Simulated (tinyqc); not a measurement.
# Frequency dispersion of an accumulation capacitance by border traps, distributed model: two studies

Traps spread evenly through the insulator exchange electrons with the semiconductor by tunnelling, with tau(x) = t0 exp(2 ka x) at depth x from the interface. The admittance per area Y seen at depth x obeys dY/dx = -Y^2/(i w eps0 eox) + q Nb ln(1 + i w tau)/tau, with Y(0) = i w Cs and w = 2 pi f; the gate sees Y(tox) = G + i w C. Working variable y = Y/(i w), in uF/cm^2. Cox = eps0 eox/tox.

Inputs (values chosen for the exercise); permittivity close to that of hafnium oxide: relative permittivity of the insulator eox = 19.4; insulator thickness tox = 6.6 nm; semiconductor capacitance in accumulation Cs = 1.8 uF/cm^2; density of border traps Nb = 6.4e19 cm^-3 eV^-1; decay constant of the wave function in the insulator ka = 4.3 1/nm; time constant of a trap at the interface t0 = 2e-10 s; frequency f = 1000 Hz.

Constants: q = 1.602176634e-19 C, eps0 = 8.8541878128e-14 F/cm where lengths are in cm. Results are converted to the units shown.

Each table varies one quantity; the others keep the values above.

## Capacitance and loss against frequency

Cox; trap-free value 1/(1/Cox + 1/Cs); response depth d = ln(1/(w t0))/(2 ka), where w tau = 1; lumped estimate: all traps within d act as C_bt = q Nb d placed at d/2, so C = 1/{1/[1/(1/Cs + d/(2 eps0 eox)) + C_bt] + (tox - d/2)/(eps0 eox)}. C and G from a fine integration; dispersion -d C/d log10 f over C, from f times and over 1.1. For a broad spread of time constants G/w is close to -(pi/2) dC/d ln w.

The same in every row: trap-free C (uF/cm^2) = 1.064.

Results:
```
f (Hz)  d (nm)  C (uF/cm^2)  G/w (uF/cm^2)  dispersion (% a decade)  -(pi/2) dC/d ln w (uF/cm^2)  lumped C (uF/cm^2)
10       2.115        1.768        0.05698                    4.719                      0.05691               1.705
1000     1.580        1.604        0.05526                    5.043                      0.05519               1.555
10000    1.312        1.523        0.05512                    5.296                      0.05504               1.479
1e5      1.044        1.443        0.05550                    5.631                      0.05541               1.401
1e6     0.7767        1.361        0.05645                    6.072                      0.05636               1.320
1e7     0.5089        1.277        0.05791                    6.659                      0.05801               1.236
```

Estimate the missing row, f = 100 Hz.

Computed row:
```
f (Hz)  d (nm)  C (uF/cm^2)  G/w (uF/cm^2)  dispersion (% a decade)  -(pi/2) dC/d ln w (uF/cm^2)  lumped C (uF/cm^2)
100      1.848        1.685        0.05589                    4.855                      0.05582               1.631
```

With this row back in the table: C falls from 1.768 to 1.277 uF/cm^2, towards the trap-free 1.064; each decade of frequency removes ln 10/(2 ka) = 0.268 nm from the response depth. The dispersion rises from 4.72 to 6.66 % a decade and G/w goes from 0.0570 through a minimum of 0.0551 (at f = 10000 Hz among the rows listed) to 0.0579 uF/cm^2. G/w lies between 0.998 and 1.00 times -(pi/2) dC/d ln w, the relation for a broad spread of time constants.

## Effect of the density of border traps

Same model as above.

The same in every row: d (nm) = 1.580; trap-free C (uF/cm^2) = 1.064.

Results:
```
Nb (cm^-3 eV^-1)  C (uF/cm^2)  G/w (uF/cm^2)  dispersion (% a decade)  -(pi/2) dC/d ln w (uF/cm^2)  lumped C (uF/cm^2)
1e18                    1.075       0.001406                   0.1916                     0.001406               1.074
2e18                    1.086       0.002786                   0.3759                     0.002786               1.085
6e18                    1.130       0.008064                    1.046                     0.008062               1.124
1e19                    1.171        0.01297                    1.623                      0.01297               1.162
7e19                    1.641        0.05814                    5.186                      0.05806               1.589
2e20                    2.162        0.08707                    5.882                      0.08676               2.054
4e20                    2.518        0.09559                    5.537                      0.09512               2.364
```

Estimate the missing row, Nb = 3e19 cm^-3 eV^-1.

Computed row:
```
Nb (cm^-3 eV^-1)  C (uF/cm^2)  G/w (uF/cm^2)  dispersion (% a decade)  -(pi/2) dC/d ln w (uF/cm^2)  lumped C (uF/cm^2)
3e19                    1.357        0.03302                    3.566                      0.03300               1.331
```

With this row back in the table: As Nb goes from 1e18 to 4e20, C rises from 1.08 to 2.52 uF/cm^2, the dispersion goes from 0.192 through a maximum of 5.88 (at Nb = 2e20 among the rows listed) to 5.54 % a decade and G/w rises from 0.00141 to 0.0956 uF/cm^2. The lumped estimate is 0.086 % below C in the first row and 6.1 % below it in the last. The dispersion goes as Nb^(0.97) between the first two rows and Nb^(-0.09) between the last two: dense traps near the interface screen those behind them.

Program tinyqc, `OMP_NUM_THREADS=1 python tinyqc.py 2202183 2202184 out.jsonl`; Intel Xeon 2.30GHz, shared host, one thread, about 0.4 s.
